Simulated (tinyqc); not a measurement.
From results to parameters: minimal-basis H2. Computed by the program tinyqc with PySCF.

Problem. For two electrons in the two orbitals of minimal-basis H2, the CIS energies are e2 - e1 - J12 + 2 K12 and e2 - e1 - J12, and E_corr = D - sqrt(D^2 + K12^2) with 2D the energy of the double excitation. Find J12, K12, D, the MP2 energy and the weight of the double excitation.

orbital gap e2 - e1 = 0.36804790 hartree
CIS singlet and triplet energies (hartree): 0.373736  -0.149051
FCI correlation energy = -0.17059486 hartree

Solution. Half the singlet-triplet splitting is K12, the gap less the triplet energy is J12, D = (E_corr^2 - K12^2)/(2 E_corr), MP2 is -K12^2/(2 gap), and the weight is c^2/(1 + c^2) with c = E_corr/K12.

J12, K12, D (hartree): 0.517  0.261  0.115
MP2 correlation energy = -0.09282 hartree
weight of the double excitation = 0.299
